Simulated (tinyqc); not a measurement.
CIS on RHF in the sto-6g basis, for H3+, spin multiplicity 1, step by step. One step of it, computed by the program tinyqc.

Problem. CIS matrix, triplets. A(ia,jb) = (e_a - e_i) d_ij d_ab - (ij|ab).

orbital energies (hartree): MO1 -1.134851, MO2 -0.105843, MO3 -0.035639

Two-electron integrals over orbitals (pq|rs), unique and non-zero (hartree):
```
(11|11) 0.587480    (21|11) -0.009709   (21|21) 0.143740    (22|11) 0.565297
(22|21) 0.096268    (22|22) 0.658116    (31|11) 0.000082    (31|21) 2.41e-06
(31|22) -0.000755   (31|31) 0.144509    (32|11) 4.06e-06    (32|21) -0.000829
(32|22) -0.000090   (32|31) -0.092409   (32|32) 0.070542    (33|11) 0.577118
(33|21) -0.100788   (33|22) 0.498274    (33|31) 0.000799    (33|32) 0.000088
(33|33) 0.662944
```

Give: CIS matrix A, triplet.

Solution.

CIS matrix A, triplet (hartree):
```
        1>2     1>3
1>2  0.4637  0.0000
1>3  0.0000  0.5221
```
